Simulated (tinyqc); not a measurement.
What each parameter does: dielectric confinement in a thin film (image charges).

A film |z| < t/2 of dielectric constant eps between half-spaces of dielectric constant e2; lam = (eps - e2)/(eps + e2), q = e^2/(4 pi eps0). The self-energy of a band edge is taken with the high-frequency value, e2 = eh, and the field of a fixed ion with the static one, e2 = eo. A charge at z has images lam^|n| at n t + (-1)^n z. Its self-energy is S(z) = (q/2 eps) sum over n >= 1 of lam^n [1/(n t - 2z) + 1/(n t + 2z)] for odd n and 2 lam^n/(n t) for even n; at the centre S(0) = -(q/(eps t)) ln(1 - lam).

Donor at the centre, lam from the static eo, trial function cos(pi z/t) exp(-rho/l): E(l) = c/(m l^2) - (q/eps) times the integral over k of F(k t) (1 + (k l/2)^2)^(-3/2), with F(x) = F0 + 2 lam exp(-x) G/(1 - lam exp(-x)), F0 = 2[(1 - exp(-x/2))/x + x (1 + exp(-x/2))/(x^2 + 4 pi^2)], G = 2 sinh(x/2)[1/x - x/(x^2 + 4 pi^2)]; c = hbar^2/2m0. The binding energy is -E at the minimum, counted from the subband edge with its self-energy.

Constants: e^2/(4 pi eps0) = 14.39964547 eV angstrom; hbar^2/2m0 = 3.80998211 eV angstrom^2; Ry = 13.60569312 eV.

Values chosen for the exercise (near those of a Si (100) film, two-fold valleys, between layers of Si3N4; not measured data):
```
symbol  value  unit      meaning
t       40     angstrom  film thickness
eps     11.8             dielectric constant of the film
eh      4.1              high-frequency dielectric constant outside
eo      7.9              static dielectric constant outside
m       0.191  m0        mass in the plane
```

<S> is the mean over (2/t) cos^2(pi z/t).

One parameter was then changed.

Results before and after:
```
case     lam from eh  <S> (meV)  binding (meV)  l (angstrom)
base           0.484       23.5           51.7          26.8
changed        0.442       23.1           57.2          25.1
```

Which of these changes was made? (a) eo = 11.1; (b) m = 0.229 m0; (c) eh = 5.3; (d) t = 34 angstrom; (e) eps = 10.6.

Answer: (e) eps = 10.6. Of the candidates, run in turn, only this one gives the changed row.

All candidates:
```
case             lam from eh  <S> (meV)  binding (meV)  l (angstrom)
base                   0.484       23.5           51.7          26.8
t = 34 angstrom        0.484       27.6           55.7          25.5
eps = 10.6             0.442       23.1           57.2          25.1
eo = 11.1              0.484       23.5           41.8          27.6
eh = 5.3               0.380       17.1           51.7          26.8
m = 0.229 m0           0.484       23.5           56.9          23.7
```

Program tinyqc; command `OMP_NUM_THREADS=1 python tinyqc.py 1250776 1250777 out.jsonl`; about 0.09 s on one thread of a shared Intel(R) Xeon(R) Processor @ 2.30GHz.
